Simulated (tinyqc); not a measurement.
Admittance spectroscopy and thermally stimulated current of one trap level in a depletion layer: one step, computed by the program tinyqc.

A Schottky junction on n-type material holds one donor-like electron trap; shallow donors are fully ionised and abrupt depletion edges are assumed.

Question. The capacitance step. With E_c - E_F = k_B T_p ln(N_c/N): lambda = sqrt(2 eps eps_0 (E_t - (E_c - E_F))/(e^2 N)); traps are empty and charged for x < x_t = w - lambda, and V_b = e (N w^2 + N_t x_t^2)/(2 eps eps_0). High frequency: C_hf = eps eps_0/w. Low frequency: C_lf = eps eps_0 (N + N_t)/(N w + N_t x_t).

Inputs (values chosen for the exercise, modelled on n-type 4H-SiC):

| quantity | value | unit |
|---|---|---|
| dielectric constant eps | 9.69 | - |
| shallow doping N | 5.5e+15 | 1/cm^3 |
| trap density N_t | 4.2e+14 | 1/cm^3 |
| trap depth E_t below the band | 0.158 | eV |
| band bending V_b | 1.6 | V |

E_c - E_F = k_B T_p ln(N_c/N) = 0.06027937 eV

Constants: eps_0 = 8.8541878128e-12 F/m; e = 1.602176634e-19 C.

Give: lambda; depletion width w; crossing point x_t; C_hf; C_lf; step (C_lf - C_hf)/C_hf; small-N_t estimate (N_t/N)(lambda/w).

Answer.

lambda = 137.9 nm

depletion width w = 546.6 nm

crossing point x_t = 408.7 nm

C_hf = 15.70 nF/cm^2

C_lf = 15.98 nF/cm^2

step (C_lf - C_hf)/C_hf = 0.01823

small-N_t estimate (N_t/N)(lambda/w) = 0.01927

Reading N_t/N straight from the step would give 0.0182 against the true 0.0764: the factor lambda/w must be known.
